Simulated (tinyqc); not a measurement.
# Schottky diode by thermionic emission with image-force lowering and series resistance: a Richardson plot

Metal on an n-type semiconductor with one parabolic valley; V > 0 is forward bias (metal positive). I = I0 [exp(Vj/(n Vt)) - 1] with Vj = V - I Rs; I0 = S A* T^2 exp(-(phi - dphi)/Vt), the lowering dphi taken at zero bias.

A* = 4 pi q me m0 kB^2/h^3 (times 1e-4 for A/(cm^2 K^2)); Nc = 2 (2 pi me m0 kB T/h^2)^1.5 (times 1e-6 for cm^-3); xi = Vt ln(Nc/Nd), Vbi = phi - xi; surface field Em = sqrt(2 q Nd (Vbi - V - Vt)/(eps0 eps_r)); dphi = sqrt(q Em/(4 pi eps0 eps_r)). Here V = 0 in Em; phi is held fixed.

Inputs (values chosen for the exercise); band and dielectric values those of a made-up semiconductor:
- me = 0.237 m0 (electron mass)
- eps_r = 8 (relative permittivity)
- phi = 0.73 eV (barrier height seen from the metal)
- Nd = 1.7e17 cm^-3 (donor density)
- S = 0.0071 cm^2 (area)

Constants: q = 1.602176634e-19 C, kB = 1.380649e-23 J/K, h = 6.62607015e-34 J s, m0 = 9.1093837015e-31 kg, Vt = kB T/q, eps0 = 8.8541878128e-14 F/cm where lengths are in cm. Results are converted to the units shown.

A Richardson plot:

| T (K) | dphi (meV) | I0 (A) | ln(I0/(S T^2)) | 1/Vt (1/V) |
|---|---|---|---|---|
| 200 | 64.02 | 1.337e-13 | -35.29 | 58.02 |
| 240 | 63.62 | 1.183e-10 | -28.87 | 48.35 |
| 280 | 63.19 | 1.578e-8 | -24.29 | 41.44 |
| 320 | 62.73 | 6.414e-7 | -20.85 | 36.26 |
| 360 | 62.25 | 1.176e-5 | -18.18 | 32.23 |
| 400 | 61.73 | 1.231e-4 | -16.04 | 29.01 |
| 450 | 61.05 | 0.001319 | -13.90 | 25.79 |

Read the table: what changes, and by how much?

I0 grows by 9.99 decades. The line through the end rows has the slope -0.6636 eV and the intercept ln(24.8 A/(cm^2 K^2)), against phi = 0.73 eV and A* = 28.5. The difference comes from the lowering: dphi falls from 64.0 to 61.1 meV.

Program tinyqc, `OMP_NUM_THREADS=1 python tinyqc.py 2640001 2640002 out.jsonl`; Intel Xeon 2.30GHz, shared host, one thread, about 0.01 s.
